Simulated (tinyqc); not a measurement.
The decay curve: photoconductance decay in a wafer: bulk and surface recombination modes, and iron detection by pair splitting. Computed by tinyqc, a small Python program. Command: `OMP_NUM_THREADS=1 python tinyqc.py 3110113 3110114 out.jsonl pcd walk`. One thread of a shared host (Intel(R) Xeon(R) Processor @ 2.30GHz), about 0.01 s of CPU time with the checks.

Both faces of the wafer have the same S; injection is low and all coefficients are constant. x runs from -W/2 to W/2.

Inputs (values chosen for the exercise, modelled on p-type silicon):
```
quantity                          value         unit
thickness W                         300   micrometre
diffusivity D                      26.5       cm^2/s
bulk lifetime tau_b without iron    8.3  microsecond
surface recombination velocity S  16000         cm/s
absorption coefficient alpha         14         1/cm
```

Method:
- Even modes cos(a x) obey b tan b = S W/(2 D) with b = a W/2, odd modes sin(a x) obey -b cot b = S W/(2 D); each decays at the rate 1/tau_b + D a^2.
- tau_eff is the decay time of the first mode. The surface time is 1/(D a^2) of that mode; shortcuts for it are W/(2 S), W^2/(pi^2 D) and their sum, whose error is sum/surface time - 1.
- Light from one face makes n(x, 0) proportional to exp(-alpha (x + W/2)). Only even modes carry the thickness average: weight c_n = [sin b/b] int n cos(a x) dx / (int cos^2(a x) dx x mean n), with int exp(-alpha (x + W/2)) cos(a x) dx = [alpha cos b (1 - E) + a sin b (1 + E)]/(alpha^2 + a^2), E = exp(-alpha W), and int cos^2 = W/2 + sin(2 b)/(2 a).
- Mean density = sum_n c_n exp(-t/tau_n) over 60 modes; the local decay time is -1/(d ln n/dt).

W^2/(pi^2 D) = 3.44110 microsecond

tau_eff = 2.80471 microsecond

Decay:
```
t / (W^2/(pi^2 D))  t (microsecond)  mean density/start  local decay time (microsecond)
0.02                         0.0688             0.94700                          1.5008
0.05                         0.1721             0.89050                          1.8327
0.10                         0.3441             0.81699                          2.1398
0.20                         0.6882             0.70415                          2.4578
0.50                         1.7205             0.47665                          2.7525
1.00                         3.4411             0.25722                          2.8027
2.00                         6.8822             0.07541                          2.8047
```

What follows from these numbers?

The local decay time goes from 1.50 to 2.80 microsecond against tau_eff = 2.80. Early on higher modes speed the decay, so a fit must start late.
